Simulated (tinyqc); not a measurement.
From rigid to soft shells: rigid-ion and shell models of the dielectric response of an ionic crystal. Computed by tinyqc, a small Python program. Command: `OMP_NUM_THREADS=1 python tinyqc.py 3007489 3007490 out.jsonl shell walk`. One thread of a shared host (Intel(R) Xeon(R) Processor @ 2.30GHz), about 0.01 s of CPU time with the checks.

Charges +Z and -Z; 6 nearest neighbours, Madelung constant M = 1.747565, volume per ion pair Omega = 2.000000 d^3. Energy per pair U = -M Z^2 e2/d + 6 A exp(-d/rho), e2 = e^2/(4 pi eps_0). In the shell model the anion is a core of charge Y - Z and a massless shell of charge -Y, joined by the spring k; the repulsion acts on the shell. Each ion feels the Lorentz field E + (4 pi/3) P (Gaussian units).

Inputs (values chosen for the exercise, for a model crystal):
```
quantity                       value           unit
nearest-neighbour distance d    2.08       angstrom
ionic charge Z                     2              e
hardness d/rho                   7.8              -
cation mass                     69.3              u
anion mass                        19              u
shell charge size Y             1.97              e
core-shell spring k             96.5  eV/angstrom^2
cation polarisability alpha_+   0.15     angstrom^3
```

Structure: rock salt.

Constants: e^2/(4 pi eps_0) = 14.39964548 eV angstrom; 1 eV/angstrom^3 = 160.2176634 GPa; nu for 1 eV/(angstrom^2 u) = 15.6333042 THz; 1 THz = 33.35640952 1/cm.

Method:
- Zero pressure fixes 6 A exp(-d/rho) = M Z^2 e2 rho/d^2. Then U = -(M Z^2 e2/d)(1 - rho/d), B = M Z^2 e2 (d/rho - 2)/(9 Omega d), and the spring of one sublattice against the other is R = (1/3) x (Laplacian of the repulsion summed over neighbours) = M Z^2 e2 (d/rho - 2)/(3 d^3), so R = 3 B Omega/d^2.
- With C = 4 pi Z^2 e2/(3 Omega): mu lambda_TO = R - C, mu lambda_LO = R + 2 C; eps_inf = 1 and eps_s = lambda_LO/lambda_TO.
- lambda in eV/(angstrom^2 u) gives the wavenumber 15.6333042 x 33.35640952 x sqrt(lambda); mu is the reduced mass.
- Eliminating the shell gives the anion polarisability alpha_- = Y^2 e2/(k + R), the Szigeti charge Z_S = Z - Y R/(k + R) and the softened spring R' = k R/(k + R). With b = 4 pi (alpha_+ + alpha_-)/(3 Omega): eps_inf = (1 + 2b)/(1 - b) (Clausius-Mossotti); Born charge Z* = Z_S (eps_inf + 2)/3.
- mu lambda_TO = R' - (4 pi e2/(3 Omega)) Z_S^2/(1 - b); mu lambda_LO = mu lambda_TO + 4 pi e2 Z*^2/(eps_inf Omega); eps_s = eps_inf lambda_LO/lambda_TO.

repulsive spring R = 21.6253 eV/angstrom^2

volume Omega = 17.9978 angstrom^3

omega_LO, rigid ions = 939.835 1/cm

Response against the core-shell spring:
```
k (eV/angstrom^2)  eps_inf     Z_S      Z*  omega_TO (1/cm)  omega_LO (1/cm)   eps_s
77                  1.6005  1.5680  1.8819           357.13           730.24  6.6918
96                  1.5108  1.6378  1.9167           360.57           758.84  6.6916
130                 1.4118  1.7190  1.9550           364.32           793.15  6.6914
170                 1.3437  1.7777  1.9813           366.87           818.70  6.6912
250                 1.2708  1.8432  2.0095           369.59           848.07  6.6911
390                 1.2137  1.8965  2.0316           371.71           872.73  6.6910
770                 1.1624  1.9462  2.0515           373.60           896.35  6.6909
2900                1.1229  1.9854  2.0668           375.05           915.48  6.6908
```

From the stiffest to the softest shell eps_inf rises from 1.12 to 1.60 and Z_S falls from 1.99 to 1.57; omega_LO moves by -20 % and omega_TO by -4.8 %. Screening by eps_inf cuts the LO frequency, which rigid ions overstate (rigid ions: 940 per cm); eps_s stays at 6.69.
